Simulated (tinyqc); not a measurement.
# From largest over smallest dose back to backscatter ratio eta

Model: electron-beam lithography: double-Gaussian proximity function, edge placement and dose correction for parallel lines. Computed by tinyqc, a small Python program. Command: `OMP_NUM_THREADS=1 python tinyqc.py 3112011 3112012 out.jsonl proximity inv`. One thread of a shared host (Intel(R) Xeon(R) Processor @ 2.30GHz), about 0.01 s of CPU time with the checks.

Lines are infinitely long. Absorbed energy is counted so that the middle of a very large area written at dose 1 receives 1; the resist develops where it exceeds 1/2.

Inputs (values chosen for the exercise, of the order of those for 50 keV electrons in resist on silicon): forward range alpha = 0.022 micrometre; backscatter range beta = 8.9 micrometre.

line widths (micrometre): 5.5  0.057  0.071  0.036  1.1

gaps between the lines (micrometre): 0.19  0.69  9  0.051

Method:
- The first line starts at x = 0; each next one starts after the width and the gap.
- f(r) = [exp(-r^2/alpha^2)/alpha^2 + eta exp(-r^2/beta^2)/beta^2]/(pi (1 + eta)). A line from a to b at dose d gives E(x) = d [S(alpha) + eta S(beta)]/(1 + eta), S(s) = [erf((b - x)/s) - erf((a - x)/s)]/2.
- M_ij is the mean of E at the two edges of line i from line j at dose 1.
- Uncorrected edge energies are M 1. Solve M d = 1/2 for the doses d that put the mean edge energy of every line at the threshold.

Task: A run gave the result below. Find the backscatter ratio eta, known to lie between 0.41 and 1.3.

largest over smallest dose = 1.338435

Result:

Each step takes the trial c = (a f_b - b f_a)/(f_b - f_a), f being the result less the target and a, b, c the logarithms of the listed values; c replaces end b, the old b replaces a if the sign of f changed, and otherwise f_a is halved.

Scan of the range:

| backscatter ratio eta | largest over smallest dose |
|---|---|
| 0.410 | 1.18780 |
| 0.497 | 1.22185 |
| 0.602 | 1.26233 |
| 0.730 | 1.31081 |
| 0.885 | 1.36835 |
| 1.070 | 1.43550 |
| 1.300 | 1.51692 |

False position (Illinois rule, in the logarithm of the input) inside the bracket:

| step | end a | end b | trial | largest over smallest dose |
|---|---|---|---|---|
| 1 | 0.730000 | 0.885000 | 0.800697 | 1.33721 |
| 2 | 0.885000 | 0.800697 | 0.803862 | 1.33838 |
| 3 | 0.885000 | 0.803862 | 0.804128 | 1.33848 |
| 4 | 0.803862 | 0.804128 | 0.804001 | 1.33843 |
| 5 | 0.804128 | 0.804001 | 0.804001 | 1.33844 |

Largest over smallest dose rises at every point of a 13-point scan of the range (every second point is shown), so one value fits; it is bracketed by 0.730 and 0.885. Answer: backscatter ratio eta = 0.8040.
